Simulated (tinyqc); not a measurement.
Worked calculation: scattering rates of a carrier in a spherical band by Fermi's golden rule. Computed by tinyqc, a small Python program that keeps every step. Command: `OMP_NUM_THREADS=1 python tinyqc.py 3031036 3031037 out.jsonl scatter walk`. One thread of a shared host (Intel(R) Xeon(R) Processor @ 2.30GHz), about 0.01 s of CPU time with the checks. Intermediate numbers are printed to about 6 digits and carried at full precision; extremes and crossings named in words are read from the listed rows.

All processes here are isotropic or elastic, and the rate listed is the momentum relaxation rate.

Inputs (values chosen for the exercise, for a model non-polar semiconductor):

| quantity | value | unit |
|---|---|---|
| density-of-states mass of one valley m | 0.365 | m_0 |
| non-parabolicity alpha | 0.51 | 1/eV |
| static permittivity eps_s | 13.7 | - |
| density rho | 4200 | kg/m^3 |
| sound velocity v_l | 11200 | m/s |
| acoustic deformation potential D_A | 6.8 | eV |
| phonon energy hbar w | 34.8 | meV |
| optical or intervalley deformation potential D_o | 6.5 | 1e8 eV/cm |
| final valleys Z_f | 5 | - |
| ionised impurity density N_I | 2.1e+15 | 1/cm^3 |
| temperature T | 77 | K |
| carrier energy E | 44 | meV |
| neutral impurity density N_n | 6.7e+17 | 1/cm^3 |

Crystal: non-polar. Band: Kane. Impurity formula: Brooks-Herring. Further scattering: neutral impurities.

Constants: m_0 = 9.1093837015e-31 kg; e = 1.602176634e-19 C; hbar = 1.054571817e-34 J s; k_B = 8.617333262e-05 eV/K; eps_0 = 8.8541878128e-12 F/m; k_B = 1.380649e-23 J/K; hbar = 6.582119569e-16 eV s.

## The band at energy E

Kane band: hbar^2 k^2/(2 m) = E (1 + alpha E), speed v = hbar k/(m (1 + 2 alpha E)), states per spin, volume and energy g(E) = m k (1 + 2 alpha E)/(2 pi^2 hbar^2); overlap factors are set to 1. Masses are multiplied by m_0 and all formulas are in SI units.

wave number k = 0.656493 1/nm

speed v = 199277 m/s

g(E) = 1.66459e+20 1/(eV cm^3)

Non-parabolicity raises g(E) by a factor 1.057 and changes the speed by a factor 0.968 against a parabolic band at the same E.

## Phonon occupation and screening length

Phonon occupation N_q = 1/(exp(hbar w/(k_B T)) - 1). Debye screening by free carriers of density N_I: L_s = sqrt(eps_s eps_0 k_B T/(e^2 N_I)).

N_q = 0.00530370

screening length L_s = 48.9104 nm

Above the threshold emission is favoured over absorption by (N_q + 1)/N_q = exp(hbar w/k_B T) = 190, apart from the density of final states.

## Acoustic phonons

Acoustic deformation potential (elastic, equipartition, absorption and emission together): 1/tau = 2 pi k_B T D_A^2 g(E)/(hbar rho v_l^2).

acoustic rate = 1.48261e+11 1/s

Caution: the largest acoustic phonon energy 2 hbar v_l k is not small against k_B T, so equipartition is a rough assumption.

## Optical or intervalley phonons

Optical or intervalley deformation potential: 1/tau = (pi Z_f D_o^2/(rho w)) [N_q g(E + hbar w) + (N_q + 1) g(E - hbar w)], with g = 0 below the band edge.

absorption rate = 5.90014e+10 1/s

emission rate = 3.50876e+12 1/s

Emission is 59.5 times absorption here.

## Ionised impurities

Singly charged impurities, momentum relaxation: 1/tau = N_I e^4 m (1 + 2 alpha E) Phi/(8 pi (eps_s eps_0)^2 hbar^3 k^3), with alpha = 0 for a parabolic band. Brooks-Herring: Phi = ln(1 + b) - b/(1 + b), b = 4 k^2 L_s^2.

b = 4124.05

ionised-impurity rate = 2.86962e+10 1/s

## All rates at E

Neutral impurities (Erginsoy): 1/tau = 20 N_n a_B hbar/m, a_B = 4 pi eps_s eps_0 hbar^2/(m e^2). Rates add: 1/tau_m is the sum, and the mean free path is v tau_m.

Momentum relaxation rates:

| process | rate (1/s) | share (%) |
|---|---|---|
| acoustic | 1.48261e+11 | 1.21661 |
| optical absorption | 5.90014e+10 | 0.484159 |
| optical emission | 3.50876e+12 | 28.7925 |
| ionised impurity | 2.86962e+10 | 0.235477 |
| neutral impurity | 8.44166e+12 | 69.2713 |

momentum relaxation time tau_m = 82.0588 fs

mean free path = 16.3525 nm

The largest rate is neutral impurity (69 %), then optical emission (29 %). Caution: Erginsoy's formula holds for k a_B below about 0.5 and for dopants that stay neutral, which means low temperature; elsewhere it is only a rough constant rate.

## Rates against energy

The formulas are those given above.

Momentum relaxation rates (1e12/s) and the total time:

| E (meV) | acoustic | optical absorption | optical emission | ionised impurity | neutral impurity | tau_m (fs) |
|---|---|---|---|---|---|---|
| 3.5 | 0.039754 | 0.039166 | 0.0000 | 8.26415e-01 | 8.44166 | 106.986 |
| 8.7 | 0.063092 | 0.042008 | 0.0000 | 2.51333e-01 | 8.44166 | 113.661 |
| 17.0 | 0.089121 | 0.046308 | 0.0000 | 1.03109e-01 | 8.44166 | 115.205 |
| 31.0 | 0.122468 | 0.053084 | 0.0000 | 4.60239e-02 | 8.44166 | 115.430 |
| 38.0 | 0.136770 | 0.056306 | 2.0537 | 3.49761e-02 | 8.44166 | 93.254 |
| 52.0 | 0.162759 | 0.062514 | 4.8462 | 2.28982e-02 | 8.44166 | 73.877 |
| 77.0 | 0.204109 | 0.073052 | 7.8301 | 1.34667e-02 | 8.44166 | 60.378 |
| 120.0 | 0.267949 | 0.090266 | 11.7175 | 7.39164e-03 | 8.44166 | 48.722 |
| 210.0 | 0.391660 | 0.125091 | 18.6184 | 3.47469e-03 | 8.44166 | 36.258 |
| 350.0 | 0.583035 | 0.180215 | 28.9013 | 1.74837e-03 | 8.44166 | 26.241 |

The largest rate is neutral impurity from 3.50 to 77.0, optical emission from 120 to 350 meV. Crossing hbar w = 34.8 meV opens emission: tau_m goes from 115 to 93.3 fs between the two rows around it. The impurity rate goes between the last rows as E^-1.34; the acoustic rate follows g(E) and grows by a factor 14.7 over the table (10.0 for a parabolic band). At 3.5, 8.7 meV hbar/tau exceeds E/2, so the golden rule loses its meaning there. Erginsoy's formula holds for k a_B below about 0.5 and for dopants that stay neutral, which means low temperature; elsewhere it is only a rough constant rate.

Checks made by the program: Brooks-Herring rate against the angular integral of the screened Coulomb matrix element (relative difference below 1e-10).
